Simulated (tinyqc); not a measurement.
Plane-wave Kohn-Sham cycle with exchange-only LDA in a layered model solid, step by step. One step of it, computed by the program tinyqc.

Question. Iteration 2: potential. V_H(G) = 4 pi rho(G)/G^2 for G != 0 (uniform background); v_x = -(3 rho/pi)^(1/3); V = V_ext + V_H + v_x; Fourier components f(G_m) = (1/N) sum_j f(x_j) exp(-i G_m x_j).

A solid whose potential varies along x alone (atomic units):
```
parameter                      value
period a                   13.200000
cross-section of the cell  14.000000
electrons per cell                 4
grid points                       16
plane waves -n..n, n               3
k points                           1
V1 in V1 cos(2 pi x/a)     -0.600000
V2 in V2 cos(4 pi x/a)      0.070000
```

density after iteration 1 (e/bohr^3): [0.02150347, 0.02211012, 0.02262511, 0.02194916, 0.02116117, 0.02106670, 0.02129013, 0.02145411, 0.02150388, 0.02145411, 0.02129013, 0.02106670, 0.02116117, 0.02194916, 0.02262511, 0.02211012]

Give: Potentials on the grid; V(G_m), m = 0, 1, 2, ....

Answer.

Potentials on the grid (hartree):
```
x        V_ext        V_H     v_x       V
0.000   -0.530      0.025  -0.274  -0.779
0.825   -0.505      0.025  -0.276  -0.756
1.650   -0.424      0.021  -0.279  -0.681
2.475   -0.279      0.010  -0.276  -0.545
3.300   -0.070  -3.60e-03  -0.272  -0.346
4.125    0.180     -0.014  -0.272  -0.106
4.950    0.424     -0.019  -0.273   0.132
5.775    0.604     -0.022  -0.274   0.309
6.600    0.670     -0.022  -0.274   0.374
7.425    0.604     -0.022  -0.274   0.309
8.250    0.424     -0.019  -0.273   0.132
9.075    0.180     -0.014  -0.272  -0.106
9.900   -0.070  -3.60e-03  -0.272  -0.346
10.725  -0.279      0.010  -0.276  -0.545
11.550  -0.424      0.021  -0.279  -0.681
12.375  -0.505      0.025  -0.276  -0.756
```

V(G_m), m = 0, 1, 2, ... (hartree): [-0.274, -0.288, 0.036, 0.000, 0.000, 0.000, 0.000]
